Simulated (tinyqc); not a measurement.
What each parameter does: interface roughness in a thin film (subband fluctuation and scattering).

Square well of width t, barriers V0, c = hbar^2/2m0: E1 solves k t + 2 atan[(k/mz)/(kappa/mb)] = pi, k = sqrt(mz E/c), kappa = sqrt(mb (V0 - E)/c). One interface is rough, so the subband edge fluctuates by G dt with G = |dE1/dt| (central difference of 0.01 angstrom; 2 E1/t for hard walls).

Gaussian roughness spectrum S(q) = pi D^2 Lc^2 exp(-q^2 Lc^2/4). Degenerate gas, taken to fill one subband (the second starts to fill once c kF^2/md exceeds E2 - E1, which is not tested here): kF = sqrt(2 pi Ns/gv), q = 2 kF sin(theta/2), 1/tau = (md/(2 pi c hbar)) G^2 times the integral from 0 to pi of S(q)(1 - cos theta)/eps(q)^2 dtheta, eps(q) = 1 + qs/q with screening (qs = gv md q0/(c eps), q0 = e^2/(4 pi eps0), form factors left out, which overstates the screening; other scattering is left out too, so these values lie far above measured mobilities in all but the thinnest films) or 1 without; mobility = tau c2/md with c2 = e/m0 = 1.75882e15 cm^2/(V s^2); 1e12/cm^2 = 1e-4/angstrom^2.

Constants: hbar^2/2m0 = 3.80998211 eV angstrom^2; hbar = 6.58211957e-16 eV s; e^2/(4 pi eps0) = 14.39964547 eV angstrom.

Inputs chosen for the exercise (near those of a thin GaN channel; shifted at random, so the results belong to these values and not to a real crystal): t = 28 angstrom (film thickness); mz = 0.205 m0 (confinement mass); V0 = 2 eV (barrier); mb = 0.34 m0 (barrier mass); md = 0.195 m0 (mass in the plane); gv = 1 (valleys); D = 1.9 angstrom (rms height of the roughness); Lc = 48 angstrom (correlation length); Ns = 2.8 x 1e12/cm^2 (sheet density); eps = 9.2 (mean dielectric constant at the channel).

G, G D, and the screened mobility.

Results for these values:
```
case,G (meV/angstrom),G D (meV),mobility (cm^2/(V s))
base,7.988,15.18,1.025e+04
```

What happens to each result for mz = 0.236 m0, all else kept?

Answer: G falls from 7.988 to 7.535; G D falls from 15.18 to 14.32; mobility rises from 1.025e+04 to 1.152e+04.

The same for each parameter in turn:
```
case,G (meV/angstrom),G D (meV),mobility (cm^2/(V s))
base,7.988,15.18,1.025e+04
t = 34 angstrom,5.016,9.53,2.601e+04
D = 2.47 angstrom,7.988,19.73,6067
Lc = 56 angstrom,7.988,15.18,1.544e+04
Ns = 4.48 x 1e12/cm^2,7.988,15.18,2.345e+04
mz = 0.236 m0,7.535,14.32,1.152e+04
md = 0.224 m0,7.988,15.18,9173
V0 = 1.4 eV,7.055,13.40,1.315e+04
eps = 11,7.988,15.18,8386
```

In the base case G D is 0.44 times EF - E1 = 34.4 meV.

Run: tinyqc, `OMP_NUM_THREADS=1 python tinyqc.py 1281564 1281565 out.jsonl`; Intel(R) Xeon(R) Processor @ 2.30GHz, one thread, shared host; about 0.01 s of CPU time with all checks.
